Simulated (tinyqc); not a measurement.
Two-band k.p model of the X valleys of a zinc-blende crystal: one step. Shape of the lower band. Three cases, with inputs chosen for the exercise.

Task: Give x, k_m, dE and both masses.

With x = D/D0: for x < 1 the minima lie at k_m = sqrt(ml D0 (1 - x^2)/(4 c)), the hump at X has the height dE = (D0/4)(1 - x)^2 and the mass at the minimum is ml/(1 - x^2); the mass at X is ml/(1 - 1/x), negative for x < 1. For x > 1 the minimum is at X.

Constants: hbar^2/2m0 = 3.80998211 eV angstrom^2.

Give: x; k_m; dE; mass at the minimum; mass at X.

Case 1.

Values chosen (out of a larger set: of the order of those of AlAs; not measured data): D = 0.391 eV (splitting of the two conduction levels at X); D0 = 0.133 eV (coupling energy); ml = 0.659 m0 (mass along the axis from remote bands).

Result:

x = 2.9398
k_m = 0.00000 1/angstrom
dE = 0.000 meV
mass at the minimum = 0.999 m0
mass at X = 0.999 m0

The splitting wins, so the minimum stays at X, with a mass raised by a factor of 1.52 through the repulsion from the upper band.

Case 2.

Values chosen (out of a larger set: of the order of those of GaP; not measured data): D = 0.349 eV (splitting of the two conduction levels at X); D0 = 0.416 eV (coupling energy); ml = 0.98 m0 (mass along the axis from remote bands).

Result:

x = 0.8389
k_m = 0.08901 1/angstrom
dE = 2.698 meV
mass at the minimum = 3.309 m0
mass at X = -5.105 m0

The coupling wins over the splitting, so each X point carries two minima; the hump equals kT at 31 K.

Case 3.

Values chosen (out of a larger set: of the order of those of cubic SiC; not measured data): D = 2.792 eV (splitting of the two conduction levels at X); D0 = 1.224 eV (coupling energy); ml = 0.407 m0 (mass along the axis from remote bands).

Result:

x = 2.2810
k_m = 0.00000 1/angstrom
dE = 0.000 meV
mass at the minimum = 0.725 m0
mass at X = 0.725 m0

The splitting wins, so the minimum stays at X, with a mass raised by a factor of 1.78 through the repulsion from the upper band.

Computed by tinyqc, one run a case: `OMP_NUM_THREADS=1 python tinyqc.py N N+1 out.jsonl` with N = 1850822, 1850960, 1850983; one thread of a shared Intel(R) Xeon(R) Processor @ 2.30GHz, about 0.01 s a run at most.
